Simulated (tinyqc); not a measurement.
# Read current of a NAND string, cells in series solved by shooting: effects of single changes

Cells in series, numbered from 0 at the source line (0 V) to the bit line, each followed by a gap resistance Rg. A cell with gate Vg, threshold VT, source Vs and drain Vd passes I = 2 nf K Vt^2 [F(Vs) - F(Vd)]/(1 + th max(Vg - VT, 0)), F(V) = ln^2(1 + exp((Vg - VT - nf V)/(2 nf Vt))). The selected cell has Vg = Vr, the others Vg = Vp.

Inputs (values chosen for the exercise); values of the order met in vertical NAND strings: temperature T = 358 K; gain factor of a cell K = 4.9 uA/V^2; slope factor nf = 1.4; mobility reduction factor th = 0.14 1/V; resistance of the gap between cells Rg = 5.6 kohm; bit-line voltage Vbl = 0.7 V; pass voltage Vp = 7.5 V; threshold of an erased cell Ve = -2 V; threshold of the highest state Vh = 3.6 V; threshold of the selected cell Vx = 2.8 V; sensing current Is = 50 nA; read voltage on the selected word line Vr = 4.36 V.

Constants: q = 1.602176634e-19 C, kB = 1.380649e-23 J/K, Vt = kB T/q. Results are converted to the units shown.

Each table varies one quantity; the others keep the values above.

## Read current against the number of cells

For a trial current I start at 0 V and, cell by cell, solve for the drain: sqrt(F(Vd)) = sqrt(F(Vs) - I/k), k = 2 nf K Vt^2/(1 + th max(Vg - VT, 0)), Vd = [Vg - VT - 2 nf Vt ln(exp(sqrt F) - 1)]/nf, then add I Rg. The string current is the I for which the last node reaches Vbl. The apparent threshold is the Vr at which I = Is. Background: all other cells erased (VT = Ve) or all in the highest state (VT = Vh); ratio and shift are high over erased and high minus erased. The selected cell is in the middle, cell n/2.

Results:

| n | I, others erased (uA) | I, others high (uA) | ratio | apparent VT, erased (V) | apparent VT, high (V) | background shift (mV) |
|---|---|---|---|---|---|---|
| 8 | 1.073 | 0.7550 | 0.7034 | 2.974 | 2.983 | 8.815 |
| 16 | 0.6274 | 0.4096 | 0.6529 | 2.990 | 3.007 | 17.75 |
| 32 | 0.3419 | 0.2136 | 0.6248 | 3.021 | 3.057 | 36.00 |
| 96 | 0.1211 | 0.07323 | 0.6050 | 3.149 | 3.264 | 114.9 |
| 128 | 0.09150 | 0.05512 | 0.6024 | 3.214 | 3.417 | 202.9 |

Estimate the missing row, n = 64.

Computed row:

| n | I, others erased (uA) | I, others high (uA) | ratio | apparent VT, erased (V) | apparent VT, high (V) | background shift (mV) |
|---|---|---|---|---|---|---|
| 64 | 0.1788 | 0.1091 | 0.6100 | 3.085 | 3.159 | 74.07 |

With this row back in the table: With erased neighbours the current falls from 1.07 to 0.0915 uA, as n^(-0.77) between the first two rows and n^(-0.97) between the last two (-1 once the series resistance rules). The ratio falls from 0.703 to 0.602 and the background shift rises from 8.81 to 203 mV.

## Effect of the pass voltage

Same model as above.

The string has 64 cells and the selected one is cell 32.

Effect of the pass voltage:

| Vp (V) | I, others erased (uA) | I, others high (uA) | ratio | apparent VT, erased (V) | apparent VT, high (V) | background shift (mV) |
|---|---|---|---|---|---|---|
| 5.7 | 0.1630 | 0.06405 | 0.3930 | 3.097 | 3.284 | 187.0 |
| 6.2 | 0.1678 | 0.07863 | 0.4686 | 3.093 | 3.227 | 134.0 |
| 6.7 | 0.1723 | 0.09146 | 0.5309 | 3.090 | 3.193 | 103.7 |
| 7.2 | 0.1764 | 0.1028 | 0.5829 | 3.087 | 3.170 | 83.34 |
| 7.7 | 0.1803 | 0.1130 | 0.6266 | 3.084 | 3.153 | 68.79 |

As Vp goes from 5.7 to 7.7 V, the current with erased neighbours rises from 0.163 to 0.180 uA, that with high neighbours rises from 0.0640 to 0.113 uA and the ratio rises from 0.393 to 0.627. The background shift falls from 187 to 68.8 mV. A higher pass voltage also disturbs erased cells more, which this model leaves out.

Computed by the program tinyqc: `OMP_NUM_THREADS=1 python tinyqc.py 2142252 2142253 out.jsonl`, one thread of a shared Intel Xeon 2.30GHz, about 0.5 s for the whole run.
